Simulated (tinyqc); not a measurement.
Inside a calculation. Model: ellipsometry and reflectance of a transparent film on an absorbing substrate.

Computed by the program tinyqc: `OMP_NUM_THREADS=1 python tinyqc.py 2870220 2870221 out.jsonl`, one thread of a shared Intel Xeon 2.30GHz, about 0.01 s for the whole run. Printed values are rounded.

Air (index 1), film, substrate with N2 = n2 - i k2; time factor exp(+i w t). q_j = sqrt(N_j^2 - sin^2 th), root with positive real part. Fresnel coefficients r_s = (q_a - q_b)/(q_a + q_b), r_p = (N_b^2 q_a - N_a^2 q_b)/(N_b^2 q_a + N_a^2 q_b). tan(Psi) exp(i Delta) = R_p/R_s, Delta taken from 0 to 360 degrees.

Inputs (values chosen for the exercise); indices close to those of a porous low-k film on silicon: wavelength lam = 632.8 nm; angle of incidence th = 70 degrees; index of the transparent film n1 = 1.287; film thickness d = 16 nm; index of the substrate n2 = 3.882; extinction coefficient of the substrate k2 = 0.019.

## Interface coefficients and thickness period

q0, q1, q2 and the coefficients r01 and r12 for p and s; the results repeat in d with the period lam/(2 q1).

q0 = 0.342020
q1 = 0.879401
q2 = 3.76655-0.01958i
r01,p = -0.216396
r01,s = -0.439964
r12,p = 0.359844-0.001998i
r12,s = -0.621440+0.001596i
period = 359.790 nm

## Psi, Delta and reflectances

beta = 2 pi d q1/lam, X = exp(-2 i beta), R = (r01 + r12 X)/(1 + r01 r12 X) for p and s.

beta = 0.139708 rad
X = 0.961217-0.275794i
R_p = 0.136692-0.112567i
R_s = -0.826455+0.087158i
Psi = 12.0286 degrees
Delta = 146.548 degrees
|R_p|^2 = 0.0313560
|R_s|^2 = 0.690624

The bare substrate gives Psi = 10.57 and Delta = 179.23 degrees.
